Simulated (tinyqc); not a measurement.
## Fully depleted semiconductor-on-insulator film with two gates, non-linear Poisson equation by Newton steps: charge against front-gate voltage

One dimension across the film, front interface at x = 0, back interface at x = ts. psi is counted from the intrinsic level, n = ni exp(psi/Vt) (source grounded), holes neglected, acceptors ionised. Gates act through Cox = eps0 eox/tox and Cbox = 3.9 eps0/tb with potentials G1 = Vg - (phiM - chi - Vt ln(Nc/ni)) and G2 = Vb - (phiB - chi - Vt ln(Nc/ni)). Classical Boltzmann densities, no interface charge, no depletion in the back plane.

ni = sqrt(Nc Nv) exp(-Eg/(2 Vt)), Eg in volts. The Poisson equation eps0 eps_r d2psi/dx2 = q (n + Na), with -eps0 eps_r dpsi/dx = Cox (G1 - psi) at x = 0 and eps0 eps_r dpsi/dx = Cbox (G2 - psi) at x = ts, is solved on 300 equal intervals with half boxes at both ends; N_inv is the trapezoid sum of n. Swing = ln 10/(d ln N_inv/dVg); the last column is (dN_inv/dVb)/(dN_inv/dVg).

Values chosen for this exercise; band and dielectric values close to those of silicon:

| symbol | value | unit | meaning |
|---|---|---|---|
| T | 250 | K | temperature |
| Eg | 1.13 | eV | band gap |
| eps_r | 11.6 |  | relative permittivity |
| Nc | 2.12e19 | cm^-3 | conduction-band density of states at T |
| Nv | 2e19 | cm^-3 | valence-band density of states at T |
| chi | 4.01 | eV | electron affinity |
| eox | 3.9 |  | relative permittivity of the gate insulator (close to silicon dioxide) |
| tox | 2.2 | nm | insulator thickness |
| ts | 12 | nm | film thickness |
| tb | 31 | nm | buried-oxide thickness (eps_r 3.9) |
| Na | 3.5e17 | cm^-3 | acceptor density of the film |
| phiM | 4.54 | eV | work function of the front gate |
| phiB | 5.06 | eV | work function of the back plane |
| Vb | 0.3 | V | back-gate voltage |

Constants: q = 1.602176634e-19 C, kB = 1.380649e-23 J/K, Vt = kB T/q, eps0 = 8.8541878128e-14 F/cm where lengths are in cm. Results are converted to the units shown.

Charge against front-gate voltage:
```
Vg (V),psi front (V),psi back (V),N_inv (cm^-2),centroid/ts,swing (mV/decade),q dN_inv/dVg over Cox,back/front leverage
0.14,0.116,0.0469,5.17e3,0.248,54.3,2.24e-8,0.0940
0.29,0.257,0.172,3.05e6,0.211,54.0,1.32e-5,0.0893
0.44,0.398,0.296,1.82e9,0.182,54.3,0.00788,0.0855
0.59,0.513,0.391,2.83e11,0.149,127,0.522,0.0802
0.74,0.556,0.412,1.31e12,0.113,383,0.806,0.0744
0.89,0.579,0.417,2.56e12,0.0908,684,0.881,0.0715
1.04,0.593,0.420,3.88e12,0.0765,998,0.914,0.0700
1.19,0.605,0.421,5.24e12,0.0665,1.32e3,0.933,0.0690
1.34,0.614,0.422,6.62e12,0.0590,1.65e3,0.946,0.0684
```

N_inv passes 1e11 cm^-2 at Vg = 0.545 V. The swing starts at 54.3 mV a decade, against (1 + k) Vt ln 10 = 52.7 for a front channel with k = Cs Cbox/(Cox (Cs + Cbox)) = 0.0628, Cs = eps0 eps_r/ts; above threshold this column is no longer a subthreshold swing. The centroid falls from 0.248 to 0.0590 of ts and the leverage of the back gate falls from 0.0940 to 0.0684. For Vg = 0.74, 0.89, 1.04, 1.19, 1.34 the density at an interface exceeds 0.3 Nc, where Boltzmann statistics fail. In every row the classical centroid lies within 3 nm of an interface, where confinement, left out, would push it away.

Program tinyqc, `OMP_NUM_THREADS=1 python tinyqc.py 2190015 2190016 out.jsonl`; Intel Xeon 2.30GHz, shared host, one thread, about 0.4 s.
